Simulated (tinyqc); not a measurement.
Minority carriers and saturation current of a heavily doped emitter: two steps of the calculation.

n-type, parabolic bands, full ionisation. eta = (EF - Ec)/kB T solves N = Nc F12(eta), F12(x) = (2/sqrt(pi)) int_0^infinity sqrt(u)/(1 + exp(u - x)) du. The gap shrinks rigidly by dEg = E1 [ln(N/N0) + sqrt(ln^2(N/N0) + 0.5)], an empirical law that is here taken as the true narrowing.

Inputs (values chosen for the exercise); band and dielectric values those of a made-up semiconductor:
- T = 300 K (temperature)
- Eg = 0.78 eV (band gap)
- Nc = 1.27e19 cm^-3 (conduction-band density of states at 300 K)
- Nv = 6.3e18 cm^-3 (valence-band density of states at 300 K)
- N = 3e18 cm^-3 (ionised donor density)
- E1 = 8.8 meV (energy of the narrowing law)
- N0 = 7.7e16 cm^-3 (density of the narrowing law)

Constants: q = 1.602176634e-19 C, kB = 1.380649e-23 J/K, Vt = kB T/q. Results are converted to the units shown.

Task 1. Fermi level. Newton step on ln F12(eta) = ln(N/Nc): eta(new) = eta - ln(Nc F12/N) F12/Fm, Fm(x) = dF12/dx = (1/sqrt(pi)) int_0^infinity u^(-1/2)/(1 + exp(u - x)) du.

eta at the start (Boltzmann value) = -1.443

Give: F12; Fm; eta after iteration 1.

Result 1.

F12 = 0.21869
Fm = 0.20309
eta after iteration 1 = -1.3600

Task 2. Effective intrinsic density. ni = sqrt(Nc Nv) exp(-Eg/(2 Vt)), Eg in volts; degeneracy factor g = F12(eta) exp(-eta); nie^2 = ni^2 exp(dEg/kB T) g, p0 = nie^2/N; apparent narrowing dEg + kB T ln g.

converged eta = -1.3597474

Find: ni; dEg; g; apparent narrowing; nie; p0.

Result 2.

ni = 2.511e12 cm^-3
dEg = 65.06 meV
g = 0.9201
apparent narrowing = 62.90 meV
nie = 8.477e12 cm^-3
p0 = 2.395e7 cm^-3

Narrowing multiplies p0 by 12.4 and degeneracy by 0.920.

Range of the model: Band tails, non-parabolic bands and incomplete ionisation are left out.

Computed by the program tinyqc: `OMP_NUM_THREADS=1 python tinyqc.py 2330171 2330172 out.jsonl`, one thread of a shared Intel Xeon 2.30GHz, about 0.01 s for the whole run.
